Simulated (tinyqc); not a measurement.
Inside a calculation. Method: RKS/BLYP in the 6-31g basis, for H3-, spin multiplicity 1. The basis has no diffuse functions, so it cannot describe the extra electron: this is an exercise in the method, not the real anion. One step of it, computed by the program tinyqc.

Problem. Iteration 2: diagonalisation and new density. Diagonalise F' = X^T F X, C = X C', fill 2 alpha and 2 beta electrons from the bottom; D = 2 C_occ C_occ^T. Each column has its largest component positive (the first on a tie).

extrapolated F (hartree), order 1H 1s, 1H 2s, 2H 1s, 2H 2s, 3H 1s, 3H 2s:
```
[[0.324969, -0.130836, -0.164934, -0.140912, -0.164890, -0.140896],
 [-0.130836, 0.052668, -0.118458, -0.010073, -0.118404, -0.010055],
 [-0.164934, -0.118458, 0.414818, -0.082134, -0.142115, -0.112405],
 [-0.140912, -0.010073, -0.082134, 0.091156, -0.112368, -0.007669],
 [-0.164890, -0.118404, -0.142115, -0.112368, 0.415020, -0.082037],
 [-0.140896, -0.010055, -0.112405, -0.007669, -0.082037, 0.091243]]
```

X, order 1H 1s, 1H 2s, 2H 1s, 2H 2s, 3H 1s, 3H 2s:
```
[[1.263255, -0.511860, -0.051717, 0.026900, -0.051655, 0.026892],
 [-0.511860, 1.931064, 0.019055, -0.540672, 0.019039, -0.540484],
 [-0.051717, 0.019055, 1.259784, -0.507923, -0.012735, 0.018281],
 [0.026900, -0.540672, -0.507923, 1.820168, 0.018273, -0.405282],
 [-0.051655, 0.019039, -0.012735, 0.018273, 1.259776, -0.507919],
 [0.026892, -0.540484, 0.018281, -0.405282, -0.507919, 1.820012]]
```

Give: F' = X^T F X; orbital energies; coefficients C; D after iteration 2.

Solution.

F' = X^T F X (hartree):
```
[[0.716, -0.431, -0.158, -0.035, -0.158, -0.035],
 [-0.431, 0.472, -0.027, -0.080, -0.027, -0.080],
 [-0.158, -0.027, 0.795, -0.429, -0.094, -0.034],
 [-0.035, -0.080, -0.429, 0.503, -0.034, -0.070],
 [-0.158, -0.027, -0.094, -0.034, 0.795, -0.429],
 [-0.035, -0.080, -0.034, -0.070, -0.429, 0.503]]
```

orbital energies (hartree): [-0.086, 0.306, 0.309, 0.908, 1.156, 1.192]

coefficients C, order 1H 1s, 1H 2s, 2H 1s, 2H 2s, 3H 1s, 3H 2s:
```
[[0.285, -0.001, 0.204, 0.867, 0.001, -0.995],
 [0.284, -0.008, 1.426, -0.807, -0.001, 1.345],
 [0.216, 0.197, -0.125, 0.588, -0.954, 0.701],
 [0.163, 1.099, -0.756, -0.378, 1.190, -0.815],
 [0.216, -0.196, -0.127, 0.587, 0.954, 0.702],
 [0.162, -1.091, -0.767, -0.377, -1.190, -0.816]]
```

D after iteration 2, order 1H 1s, 1H 2s, 2H 1s, 2H 2s, 3H 1s, 3H 2s:
```
[[0.162, 0.161, 0.123, 0.090, 0.123, 0.095],
 [0.161, 0.161, 0.120, 0.075, 0.126, 0.109],
 [0.123, 0.120, 0.171, 0.503, 0.017, -0.359],
 [0.090, 0.075, 0.503, 2.467, -0.359, -2.343],
 [0.123, 0.126, 0.017, -0.359, 0.170, 0.497],
 [0.095, 0.109, -0.359, -2.343, 0.497, 2.432]]
```
